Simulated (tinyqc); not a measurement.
Inside a calculation. Method: tight binding, honeycomb lattice. One step of it, computed by the program tinyqc.

Question. Levels at k. Diagonalise the Hermitian matrix.

H(k) at k (eV):
```
                     A                    B
A             3.412271  -0.164675+2.617429i
B  -0.164675-2.617429i            -3.411222
```

Give: eigenvalues; weights |c|^2 of the basis functions.

Answer.

eigenvalues (eV): -4.303  4.304

weights |c|^2 of the basis functions:
```
   band 1  band 2
A   0.104   0.896
B   0.896   0.104
```
